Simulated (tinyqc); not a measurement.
Stacked nanosheet transistor, parasitic resistance, capacitance and delay: two steps of the calculation.

Ns sheets share one contact on top; each has perimeter p = 2 (Ws + ts) and cross-section A = Ws ts; contact width Wc = Ws + 10 nm, stack height Hs = Ns pv. Sheet 1 is the top one. Contact length Lc = CPP - Lg - 2 Lsp, shared by two neighbouring gates. Source and drain sides are equal. The formulas are first-order estimates, not field solutions.

Values chosen for this exercise; values close to those of silicon logic devices: temperature T = 300 K; number of sheets Ns = 2; sheet width Ws = 12 nm; sheet thickness ts = 5 nm; vertical resistance between sheet levels rv = 141 ohm; contacted gate pitch CPP = 48 nm; gate length Lg = 14 nm; spacer length Lsp = 7 nm; contact resistivity rc = 1.1e-9 ohm cm^2; resistivity of the source-drain epitaxy re = 0.00051 ohm cm; current-carrying depth of the epitaxy te = 25 nm; resistivity of the extension rx = 0.0014 ohm cm; inversion capacitance Cinv = 2.6 uF/cm^2; injection velocity vx = 9.9e6 cm/s; apparent mobility mu = 120 cm^2/(V s); threshold at zero drain voltage VT = 0.28 V; barrier lowering dl = 0.069 V/V; subthreshold factor n = 1.1; supply voltage Vdd = 0.75 V.

Constants: q = 1.602176634e-19 C, kB = 1.380649e-23 J/K, Vt = kB T/q. Results are converted to the units shown.

Task 1. Geometry and resistances. Epitaxy sheet resistance Rsh = re/te, transfer length LT = sqrt(rc/Rsh), contact Rc = [sqrt(rc Rsh)/Wc] coth(Lc/(2 LT)); extension of one sheet Rx = rx Lsp/A. Effective width N p; for equal currents and rv = 0 one side has Rc + Rx/N.

Find: Lc; effective width; Rsh; LT; Rc; Rx; one side times effective width.

Result 1.

Lc = 20.00 nm
effective width = 68.00 nm
Rsh = 204.0 ohm
LT = 23.22 nm
Rc = 530.5 ohm
Rx = 1633 ohm
one side times effective width = 91.61 ohm um

Task 2. Sheet currents at Vgs = Vdd, Vds = Vdd/2. One sheet: I = p Q vx u/(1 + |u|^1.8)^(1/1.8), Q = Cinv n Vt ln(1 + exp((Vg' - VT + dl Vd')/(n Vt))), u = Vd' mu/(vx Lg), Vg' = Vgs - v, Vd' = Vds - 2 v, with the drop on each side v_j = Rc sum I + rv (sum over levels k = 2..j of the current of sheets k..Ns) + Rx I_j. I(new) = I(out).

I after iteration 1 (uA): sheet 1 40.747768, sheet 2 40.747768
Rc = 530.53357 ohm
Rx = 1633.3333 ohm

Wanted: drop v; I(out); I after iteration 2.

Result 2.

drop v (mV): sheet 1 109.79, sheet 2 115.54
I(out) (uA): sheet 1 25.124, sheet 2 23.961
I after iteration 2 (uA): sheet 1 25.124, sheet 2 23.961

Numbers from tinyqc (`OMP_NUM_THREADS=1 python tinyqc.py 2170028 2170029 out.jsonl`; about 0.05 s on one thread of a shared Intel Xeon 2.30GHz).
